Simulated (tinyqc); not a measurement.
Quantum well in an electric field by finite differences, step by step. Values are carried at full precision from step to step, so a last printed digit may differ when a step is redone from the rounded ones.

Finite differences on points z_i at the centres of cells of width h: H_ii = (c/h^2)(1/m_(i-1/2) + 1/m_(i+1/2)) + V_i, H_(i,i+1) = -(c/h^2)/m_(i+1/2), where m_(i+1/2) is the mean of the masses at the two points (the end values are repeated outwards), psi = 0 on the points beyond both ends, c = hbar^2/2m0. The field adds e F (z - z0) with z0 the middle of the structure; 1 kV/cm = 1e-5 eV/angstrom.

Constants: hbar^2/2m0 = 3.80998211 eV angstrom^2.

Inputs chosen for the exercise (near those of a strained Si well in SiGe; the results hold for these values, not for the real material): layers = ((16, 0.186, 0.899), (20, 0, 0.921), (16, 0.186, 0.899)) (each layer: thickness in angstrom, band edge in eV, mass in m0); F = 150 kV/cm (field along z); h = 4 angstrom (cell width of the coarse grid); hf = 0.25 angstrom (cell width of the fine grid).

## The coarse grid

List the points, the potential with the field, and the masses.

Grid:
```
i   z (angstrom)   V (eV)  m (m0)
1            2.0   0.1500  0.8990
2            6.0   0.1560  0.8990
3           10.0   0.1620  0.8990
4           14.0   0.1680  0.8990
5           18.0  -0.0120  0.9210
6           22.0  -0.0060  0.9210
7           26.0   0.0000  0.9210
8           30.0   0.0060  0.9210
9           34.0   0.0120  0.9210
10          38.0   0.2040  0.8990
11          42.0   0.2100  0.8990
12          46.0   0.2160  0.8990
13          50.0   0.2220  0.8990
```

## The tridiagonal Hamiltonian

Form the diagonal and the neighbouring elements; V in the grid already includes the field.

diagonal H_ii (eV): [0.6798, 0.6858, 0.6918, 0.6946, 0.5082, 0.5111, 0.5171, 0.5231, 0.5322, 0.7306, 0.7398, 0.7458, 0.7518]

H_(i,i+1) (eV): [-0.2649, -0.2649, -0.2649, -0.2617, -0.2585, -0.2585, -0.2585, -0.2585, -0.2617, -0.2649, -0.2649, -0.2649]

## Lowest levels on the coarse grid

Diagonalise the symmetric tridiagonal matrix; give the three lowest levels and the weights u_i^2 (sum 1) of the two lowest.

levels (eV): [0.0430, 0.1549, 0.2561]

weights on the points, rows level 1, level 2:
```
[[0.000, 0.002, 0.010, 0.037, 0.145, 0.239, 0.255, 0.191, 0.094, 0.020, 0.004, 0.001, 0.000],
 [0.007, 0.029, 0.064, 0.119, 0.206, 0.074, 0.006, 0.147, 0.218, 0.087, 0.032, 0.010, 0.002]]
```

## Halving the cell width

The same with h, h/2, ..., h/32. The end points move with h, since psi vanishes half a cell beyond the structure. Richardson value (4 E(h/32) - E(h/16))/3.

Convergence:
```
cell (angstrom)  points  E1 (eV)  E2 (eV)  E1 - finest (meV)
4.0000               13  0.04298  0.15485             -2.547
2.0000               26  0.04484  0.16096             -0.688
1.0000               52  0.04535  0.16273             -0.184
0.5000              104  0.04548  0.16331             -0.049
0.2500              208  0.04552  0.16353             -0.011
0.1250              416  0.04553  0.16361              0.000
```

Richardson values of E1, E2 (eV): [0.04553, 0.16364]

The coarse grid is 2.5 meV too low in E1. The last differences between rows shrink by a factor 3.3 (4 for a pure h^2 error, 2 for one linear in h).

## Positions and dipoles on the fine grid

With h sum psi^2 = 1: <z - z0> of three levels, |z_12| and |z_13|, the mass m1 from 1/m1 = <1|1/m|1>, and f_1j = (m1/c)(E_j - E_1) z_1j^2.

levels (eV): [0.0455, 0.1635, 0.2758]

<z - z0> (angstrom): [-0.9, -1.0, -3.2]

|z_12|, |z_13| (angstrom): [5.92, 0.04]

m1 = 0.9190 m0

f_12, f_13: [0.996, 0.000]

Parity is broken, so the 1-3 transition is allowed, with 7.5e-05 times the strength of 1-2. E2 - E1 = 118.0 meV, a wavelength of 10.5 micrometre (hc = 1239.841984 eV nm). Level 2 lies above the lowest point of the outer barriers, so it is a resonance or a state of the finite grid, and values that rest on it depend on the ends of the grid.

## Checks

- E1 at zero field on the grid h/32 against transfer matrices between the same hard ends, eV: both 0.0462.

tinyqc: `OMP_NUM_THREADS=1 python tinyqc.py 1282747 1282748 out.jsonl`; about 0.01 s, one thread, shared Intel(R) Xeon(R) Processor @ 2.30GHz.
